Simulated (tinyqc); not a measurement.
Inversion-layer mobility, back-scattering and ballistic limit of a field-effect transistor: one step, computed by the program tinyqc. Command: `OMP_NUM_THREADS=1 python tinyqc.py 3026420 3026421 out.jsonl mos walk`. One thread of a shared host (Intel(R) Xeon(R) Processor @ 2.30GHz), about 0.01 s of CPU time with the checks.

The charge at the top of the source barrier is fixed by the gate; series resistance and short-channel effects are left out. F_j are Fermi integrals normalised to exp(eta) in the classical limit.

Problem. Charge and field. N_inv = 3.9 eps_0 (V_G - V_T)/(e t_inv); effective field E_eff = e (N_dep + w N_inv)/(eps eps_0).

Inputs (values chosen for the exercise, modelled on a silicon n-channel):

| quantity | value | unit |
|---|---|---|
| weight w of the inversion charge | 0.5 | - |
| permittivity eps | 11.7 | - |
| electrical oxide thickness t_inv | 1.2 | nm |
| depletion charge N_dep | 1.8e+12 | 1/cm^2 |
| gate overdrive V_G - V_T | 0.38 | V |

Statistics at the top of the barrier: Fermi-Dirac.

Constants: eps_0 = 8.8541878128e-12 F/m; e = 1.602176634e-19 C.

Give: inversion density N_inv; effective field E_eff.

Solution.

inversion density N_inv = 6.8250e+12 1/cm^2

effective field E_eff = 0.80616 MV/cm
